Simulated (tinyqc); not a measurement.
From coverage, mean field back to pressure p: adsorption as a lattice gas: isotherms with interactions, competition, desorption peaks and saturation dose. Computed by tinyqc, a small Python program. Command: `OMP_NUM_THREADS=1 python tinyqc.py 3001731 3001732 out.jsonl adsorb inv`. One thread of a shared host (Intel(R) Xeon(R) Processor @ 2.30GHz), about 0.02 s of CPU time with the checks.

One adsorbate per site; a molecule needs 1 empty site. Gas and surface have the same temperature.

Inputs (values chosen for the exercise, for a model surface):
```
quantity                             value    unit
desorption energy E                    1.1      eV
prefactor nu                       2.3e+12     1/s
pair energy w (positive repels)    -0.0056      eV
neighbours z                             6       -
site density N_s                       6.1  1/nm^2
molecular mass M                       150       u
sticking coefficient s0               0.39       -
temperature T                          356       K
blocking by a second gas, K_B p_B      1.6       -
```

Adsorption: molecular (first order).

Constants: u = 1.6605390666e-27 kg; k_B = 1.380649e-23 J/K; k_B = 8.617333262e-05 eV/K.

Method. Flux F = p/sqrt(2 pi M k_B T); k_d = nu exp(-E/(k_B T)); s0 F (1 - theta) = N_s k_d theta, so y = s0 F/(N_s k_d), theta = y/(1 + y). With a second gas on the same sites theta = y/(1 + y + K_B p_B). With u = w/(k_B T). Mean field: theta/(1 - theta) = y exp(-z u theta). Quasi-chemical: theta/(1 - theta) = y [(r - 1 + 2 theta)(1 - theta)/((r + 1 - 2 theta) theta)]^(-z/2) exp(-z u/2), r = sqrt(1 - 4 theta (1 - theta)(1 - exp(-u))).

Task: A run gave the result below. Find the pressure p, known to lie between 1.7e-06 and 3.8e-06 Pa.

coverage, mean field = 0.9072891

Result:

Each step takes the trial c = (a f_b - b f_a)/(f_b - f_a), f being the result less the target and a, b, c the logarithms of the listed values; c replaces end b, the old b replaces a if the sign of f changed, and otherwise f_a is halved.

Scan of the range:
```
pressure p (Pa)  coverage, mean field
1.70e-06                     0.833783
1.94e-06                     0.854081
2.22e-06                     0.872338
2.54e-06                     0.888348
2.91e-06                     0.902515
3.32e-06                     0.914548
3.80e-06                     0.925349
```

False position (Illinois rule, in the logarithm of the input) inside the bracket:
```
step        end a        end b        trial  coverage, mean field
1     2.91000e-06  3.32000e-06  3.06623e-06              0.907478
2     2.91000e-06  3.06623e-06  3.05452e-06              0.907123
3     3.06623e-06  3.05452e-06  3.06000e-06              0.907289
4     3.05452e-06  3.06000e-06  3.06000e-06              0.907289
```

coverage, mean field rises at every point of a 13-point scan of the range (every second point is shown), so one value fits; it is bracketed by 2.91e-6 and 3.32e-6. Answer: pressure p = 3.060e-6 Pa.
